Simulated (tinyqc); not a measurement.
Four-band model of biased bilayer graphene near K: sweeps and comparisons. A value that a table varies takes the place of the one given here.

Basis A1, B1, A2, B2, with B1 below A2; p = kx + i ky, v_j = (sqrt3/2) a g_j. Diagonal -U/2, -U/2, U/2, U/2; <A1|B1> = <A2|B2> = v0 p*, <B1|A2> = g1, <A1|B2> = v3 p, <A1|A2> = <B1|B2> = -v4 p*.

Inputs chosen for the exercise (near those used for Bernal bilayer graphene; shifted at random, so the results belong to these values and not to a real crystal): a = 2.46 angstrom (lattice constant); g0 = 2.77 eV (hopping in a layer); g1 = 0.392 eV (hopping of the dimer sites); g3 = 0.23 eV (skew hopping A1-B2); g4 = 0.07 eV (skew hopping A1-A2); U = 0.23 eV (potential difference of the layers); k = (0.039, 0.048) 1/angstrom (wave vector from K).

## Gap against bias

Closed form for g3 = g4 = 0: gap U g1/sqrt(U^2 + g1^2), ring radius as (U/2 v0) sqrt((2 g1^2 + U^2)/(g1^2 + U^2)). Last column: lowest band 3 less highest band 2 of the full matrix on a polar grid, |k| = 0 to 0.08 in steps of 0.001 1/angstrom, angles 0, 15, 30, 45, 60 degrees.

Gap:

| U (eV) | gap (eV) | kg (1/angstrom) | gap/U | gap on the grid (eV) |
|---|---|---|---|---|
| 0.02 | 0.0200 | 0.0024 | 0.999 | 0.0196 |
| 0.05 | 0.0496 | 0.0060 | 0.992 | 0.0483 |
| 0.10 | 0.0969 | 0.0118 | 0.969 | 0.0933 |
| 0.15 | 0.1401 | 0.0174 | 0.934 | 0.1334 |
| 0.20 | 0.1782 | 0.0227 | 0.891 | 0.1680 |
| 0.30 | 0.2382 | 0.0325 | 0.794 | 0.2216 |
| 0.40 | 0.2800 | 0.0414 | 0.700 | 0.2576 |
| 0.60 | 0.3282 | 0.0579 | 0.547 | 0.2967 |

The gap follows U while U << g1 (ratio 0.992 at 0.05 eV) and bends towards g1 = 0.392 eV, reaching 0.328 eV at 0.6. The skew hoppings change it by -3.6 meV at U = 0.1 and -22.3 meV at 0.4 eV. U is the screened difference, smaller than the applied field times the layer distance.

## From parabola to cone

U = 0, along kx. Parabola: v0^2 k^2/g1. Hyperbola: sqrt(g1^2/4 + v0^2 k^2) - g1/2. Then bands 3 and 2 of the full matrix for +kx and band 3 for -kx.

Energies (eV):

| k (1/angstrom) | parabola | hyperbola | band 3, +kx | band 2, +kx | band 3, -kx |
|---|---|---|---|---|---|
| 0.002 | 0.0004 | 0.0004 | 0.0006 | -0.0006 | 0.0014 |
| 0.005 | 0.0022 | 0.0022 | 0.0003 | -0.0001 | 0.0048 |
| 0.010 | 0.0089 | 0.0087 | 0.0043 | -0.0035 | 0.0139 |
| 0.020 | 0.0355 | 0.0328 | 0.0253 | -0.0222 | 0.0434 |
| 0.030 | 0.0800 | 0.0681 | 0.0584 | -0.0523 | 0.0839 |
| 0.050 | 0.2221 | 0.1582 | 0.1457 | -0.1330 | 0.1835 |
| 0.080 | 0.5686 | 0.3152 | 0.2996 | -0.2772 | 0.3535 |
| 0.120 | 1.2793 | 0.5388 | 0.5195 | -0.4847 | 0.5936 |

The parabola is 2 % above the hyperbola at 0.01 and a factor 2.37 at 0.12 1/angstrom, where the slope nears v0. g3 makes +kx and -kx differ, by 25.5 meV at 0.03, and g4 makes electrons and holes differ, |band 3| - |band 2| = +6.1 meV there. Without bias the bands touch in four small cones, one at K and three at k = g1 v3/v0^2 = 0.0055 1/angstrom from it; their pockets join near g1 (g3/g0)^2/4 = 0.7 meV.

## What each parameter does

The four levels at k. Each row changes one parameter from the base and keeps the others.

Results:

| case | band 1 (eV) | band 2 (eV) | band 3 (eV) | band 4 (eV) |
|---|---|---|---|---|
| base | -0.6386 | -0.2135 | 0.2275 | 0.6246 |
| g0 = 2.909 eV | -0.6550 | -0.2278 | 0.2420 | 0.6408 |
| g1 = 0.4312 eV | -0.6653 | -0.2085 | 0.2226 | 0.6512 |
| g3 = 0.33 eV | -0.6362 | -0.2222 | 0.2360 | 0.6224 |
| g4 = 0.12 eV | -0.6437 | -0.2085 | 0.2325 | 0.6197 |
| U = 0.28 eV | -0.6506 | -0.2068 | 0.2201 | 0.6373 |

The largest shifts from the base row, up to three for each result and ties (the steps differ in size, so this ranks the rows, not the parameters). band 1 (eV): g1 -0.0267, g0 -0.0164, U -0.0121. band 2 (eV): g0 -0.0143, g3 -0.0087, U +0.0067. band 3 (eV): g0 +0.0145, g3 +0.0085, U -0.0074. band 4 (eV): g1 +0.0267, g0 +0.0162, U +0.0128. Only g4 breaks the mirror symmetry between the upper and lower bands.

Program tinyqc; command `OMP_NUM_THREADS=1 python tinyqc.py 1481373 1481374 out.jsonl`; about 0.05 s on one thread of a shared Intel(R) Xeon(R) Processor @ 2.30GHz.
